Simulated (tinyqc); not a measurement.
Effective charge: two electrons on one impurity (helium-like model).

Units Ha* = 2 Ry m/eps^2 and a* = a0 eps/m. One electron is bound by Z^2/2. Two electrons in the singlet built from exp(-a r) and exp(-b r): S = 8 (ab)^(3/2)/(a + b)^3, h_aa = a^2/2 - Z a, h_bb alike, h_ab = S (ab/2 - Z (a + b)/2), J = ab (a^2 + 3ab + b^2)/(a + b)^3, K = 20 (ab)^3/(a + b)^5, E = (h_aa + h_bb + 2 S h_ab + J + K)/(1 + S^2). For a = b this is a^2 - 2 Z a + 5a/8. Real double donors are deeper, since the central cell is left out.

Parameters, chosen for this exercise (out of a larger set: near those of impurities in Si; not measured data):
```
symbol  value                                  unit  meaning
m       0.305                                  m0    one mean mass
eps     11.9                                         dielectric constant
Zs      (1, 1.03, 1.19, 1.65, 1.87, 2.4, 3.6)        charges
```

Ha* = 58.6080 meV

Binding of the first electron, of the second (-E - Z^2/2) with equal and with unequal orbitals, and U, the first less the second (unequal).

Results (meV):
```
Z     first  second, equal  second, unequal   a/b      U  U/(Z Ha*)
1.00   29.3          -1.60             0.78  3.67   28.5      0.487
1.03   31.1          -0.92             1.38  3.39   29.7      0.492
1.19   41.5           3.63             5.66  2.67   35.8      0.514
1.65   79.8          25.06            26.80  2.03   53.0      0.548
1.87  102.5          39.70            41.37  1.90   61.1      0.558
2.40  168.8          86.60            88.18  1.71   80.6      0.573
3.60  379.8         253.64           255.13  1.51  124.6      0.591
```

How do the results move, and what explains it?

Equal orbitals bind a second electron only above Z = (5/16)/(1 - 1/sqrt2) = 1.067; unequal ones do so in 7 of the 7 rows. Their gain is 2.38 meV in the first row and 1.50 in the last, while the second binding grows to 255 meV, so the gain decides the matter only near Z = 1. U grows almost linearly with Z: U/(Z Ha*) goes from 0.487 to 0.591, towards 5/8, while the first binding grows as Z^2. Angular correlation is left out: at Z = 1 this function binds the second electron by 0.0133 Ha*, half the exact 0.0278.

Computed by tinyqc, a small Python program: `OMP_NUM_THREADS=1 python tinyqc.py 1251968 1251969 out.jsonl` (the numbers bound the seed that draws the inputs); one thread of a shared host (Intel(R) Xeon(R) Processor @ 2.30GHz), about 0.02 s for the whole set of steps.
